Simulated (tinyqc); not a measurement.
Global model of a low-pressure process discharge: electron temperature, density, ion flux and ion energy: one step, computed by the program tinyqc.

Maxwellian electrons with temperature T_e in eV, one positive ion, no negative ions, uniform bulk density n; rate constants have the Arrhenius form.

Task: Energy per pair and density. E_c = E_iz + (X0 exp(-E_ex/T_e) E_ex + K_el (3 m_0/M) T_e)/K_iz; wall potential V_s = (T_e/2) ln(M/(2 pi m_0)); E_T = E_c + 2 T_e + T_e/2 + V_s; n = P/(e u_B A_eff E_T); ion current density J = e h_L n u_B; ionised share n/n_g.

Inputs (values chosen for the exercise, of the order of those of an inductive discharge in a simple atomic gas):

| quantity | value | unit |
|---|---|---|
| ion mass M | 40 | u |
| ionisation energy E_iz | 17.3 | eV |
| excitation prefactor X0 | 1.7e-14 | m^3/s |
| excitation energy E_ex | 9.7 | eV |
| elastic rate constant K_el | 1.5e-13 | m^3/s |
| gas temperature T_g | 600 | K |
| absorbed power P | 800 | W |

T_e = 4.719350 eV

K_iz = 1.023390e-15 m^3/s

Bohm velocity u_B = 3373.974 m/s

A_eff = 1743.906 cm^2

h_L = 0.3946995

gas density n_g = 3.380053e+19 1/m^3

Constants: m_0 = 9.1093837015e-31 kg; u = 1.6605390666e-27 kg; e = 1.602176634e-19 C.

Give: collisional loss per pair E_c; wall potential V_s; E_T; plasma density n; ion current density J; ionised share.

Result:

collisional loss per pair E_c = 37.96 eV

wall potential V_s = 22.08 V

E_T = 71.84 eV

plasma density n = 1.181e+11 1/cm^3

ion current density J = 2.520 mA/cm^2

ionised share = 0.003495

Collisions take 53 % of the power and the walls the rest. T_e came from the particle balance alone; the power sets only n.
